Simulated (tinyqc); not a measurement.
Inside a calculation. Method: geometry optimisation on the UHF/6-31g surface (energies and gradients from PySCF), for H2-, spin multiplicity 2. The basis has no diffuse functions, so it cannot describe the extra electron: this is an exercise in the method, not the real anion. One step of it, computed by the program tinyqc.

Problem. Step 2: move. Quasi-Newton step p = -H^(-1) g (the inverse Hessian comes from BFGS updates; coordinates in the order x, y, z of each atom); steps longer than 0.5 bohr are cut back.

positions after step 1 (bohr), order 1H, 2H:
$$\begin{pmatrix}
0.000000 & 0.000000 & -0.172541 \\
0.000000 & 0.000000 & 1.482121
\end{pmatrix}$$

gradient (hartree/bohr), order 1H, 2H:
$$\begin{pmatrix}
0.00000000 & 0.00000000 & 0.07283881 \\
0.00000000 & 0.00000000 & -0.07283881
\end{pmatrix}$$

inverse Hessian in use (bohr^2/hartree):
$$\begin{pmatrix}
1.000000 & 0.000000 & 0.000000 & 0.000000 & 0.000000 & 0.000000 \\
0.000000 & 1.000000 & 0.000000 & 0.000000 & 0.000000 & 0.000000 \\
0.000000 & 0.000000 & 1.365281 & 0.000000 & 0.000000 & -0.365281 \\
0.000000 & 0.000000 & 0.000000 & 1.000000 & 0.000000 & 0.000000 \\
0.000000 & 0.000000 & 0.000000 & 0.000000 & 1.000000 & 0.000000 \\
0.000000 & 0.000000 & -0.365281 & 0.000000 & 0.000000 & 1.365281
\end{pmatrix}$$

Give: positions after step 2.

Solution.

positions after step 2 (bohr), order 1H, 2H:
$$\begin{pmatrix}
0.000 & 0.000 & -0.299 \\
0.000 & 0.000 & 1.608
\end{pmatrix}$$
